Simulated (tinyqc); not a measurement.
## Composition from the perpendicular lattice constant

Problem. The layer is x parts of the first compound and 1 - x of the second, grown coherently on the second as substrate and barrier. Rows of the table: lattice constant a, average valence level Ea on an absolute scale, spin-orbit splitting so, gaps at Gamma, X and L, hydrostatic deformation potentials av and ac (Gamma), shear potential b, elastic constants, electron and heavy-hole (along z) masses. All are interpolated linearly in x; gaps get -C x (1 - x), taken wholly in the conduction band; real line-ups can differ from this model by 0.1 eV or more. In-plane strain e = (a_substrate - a)/a, e_z = -2 (c12/c11) e, volume change 2 e + e_z. X-ray diffraction gives a_z = a (1 + e_z) of the coherent layer. Find x, e and the relaxed Gamma gap.

Parameters, values chosen for the exercise: bowing of the Gamma gap CG = 0.1 eV; bowing of the X gap CX = 0.27 eV; bowing of the L gap CL = 0.27 eV.

Binary compounds, values chosen for the exercise:

|  | close to InAs | close to InP |
|---|---|---|
| a (angstrom) | 6.058 | 5.869 |
| Ea (eV) | -6.67 | -7.04 |
| so (eV) | 0.38 | 0.11 |
| EG (eV) | 0.359 | 1.33 |
| EX (eV) | 1.35 | 2.2 |
| EL (eV) | 1.08 | 1.95 |
| av (eV) | 1.01 | 1.28 |
| ac (eV) | -5.01 | -5.04 |
| b (eV) | -1.81 | -1.68 |
| c11 (GPa) | 83.3 | 103 |
| c12 (GPa) | 45.8 | 55.9 |
| me (m0) | 0.0227 | 0.0805 |
| mh (m0) | 0.326 | 0.536 |

lattice constant along the growth direction = 5.98745155 angstrom

Answer. a_z changes steadily with x, about (1 + 2 c12/c11) times as fast as the relaxed lattice constant, so one composition matches.

x = 0.300
e = -0.957 %
relaxed Gamma gap = 1.02 eV

Computed by the program tinyqc: `OMP_NUM_THREADS=1 python tinyqc.py 2690027 2690028 out.jsonl`, one thread of a shared Intel Xeon 2.30GHz, about 0.01 s for the whole run.
